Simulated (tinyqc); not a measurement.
What each parameter does: strained quantum well: band edges, subbands and transparency.

Growth on (001), barriers unstrained: tr(e) = e (2 - nu2), Z = b e (1 + nu2); Ec = Ev + Eg + ac tr(e), E_HH = Ev + av tr(e) + Z, E_LH = Ev + av tr(e) - Z (coupling to the split-off band left out).

Masses along z: me, 1/(g1 - 2 g2) for HH, 1/(g1 + 2 g2) for LH, likewise in the barrier; in the plane me, 1/(g1 + g2) for HH and 1/(g1 - g2) for LH (no mixing, which understates the hole masses away from k = 0). Level n solves k L + 2 atan[(k/m)/(kappa/mb)] = n pi, k = sqrt(m E/c), kappa = sqrt(mb (V - E)/c), c = hbar^2/2m0.

Transparency (Bernard-Duraffourg): Fc - Fv equals the lowest transition energy with n = p, n = sum m/(2 pi c) kB T ln(1 + exp((Fc - E)/kB T)) and p likewise over the listed subbands; c = hbar^2/2m0, 1/angstrom^2 = 1e16/cm^2.

Constants: hbar^2/2m0 = 3.80998211 eV angstrom^2; kB = 8.617333262e-05 eV/K; hc = 1239.841984 eV nm.

Inputs chosen for the exercise (near those of a GaAsP/AlGaAs well; the results hold for these values, not for the real material): e = 0.0061 (strain in the plane); nu2 = 0.919 (2 C12/C11); Eg = 1.633 eV (unstrained gap of the well); Ev = -0.88 eV (its valence edge); ac = -7.35 eV; av = 1.25 eV (Ev moves by av tr(e)); b = -1.93 eV (shear potential); Egb = 1.923 eV (gap of the barrier); Evb = -1 eV (its valence edge); L = 52 angstrom (well width); me = 0.0777 m0 (electron mass); g1 = 6.48 (gamma1); g2 = 1.79 (gamma2); meb = 0.1 m0; g1b = 5.7; g2b = 1.6; T = 350 K (temperature).

Edge wavelength, hh1 - lh1 and n_tr.

One parameter was then changed.

Results before and after:
```
case     wavelength (nm)  hh1 - lh1 (meV)  n_tr (1e12/cm^2)
base               743.7            -15.5             1.277
changed            743.5            -16.0             1.237
```

Which of these changes was made? (a) e = 0.0041; (b) b = -2.22 eV; (c) T = 390 K; (d) me = 0.0855 m0; (e) g1 = 6.87; (f) ac = -6.62 eV; (g) Eg = 1.613 eV; (h) L = 62 angstrom.

Answer: (e) g1 = 6.87. Of the candidates, run in turn, only this one gives the changed row.

All candidates:
```
case             wavelength (nm)  hh1 - lh1 (meV)  n_tr (1e12/cm^2)
base                       743.7            -15.5             1.277
L = 62 angstrom            753.5            -20.4             1.271
e = 0.0041                 733.8             -2.4             1.351
Eg = 1.613 eV              751.7            -15.5             1.273
b = -2.22 eV               745.0            -21.6             1.251
ac = -6.62 eV              741.8            -15.5             1.278
me = 0.0855 m0             744.5            -15.5             1.354
g1 = 6.87                  743.5            -16.0             1.237
T = 390 K                  743.7            -15.5             1.450
```

Run: tinyqc, `OMP_NUM_THREADS=1 python tinyqc.py 1281771 1281772 out.jsonl`; Intel(R) Xeon(R) Processor @ 2.30GHz, one thread, shared host; about 0.02 s of CPU time with all checks.
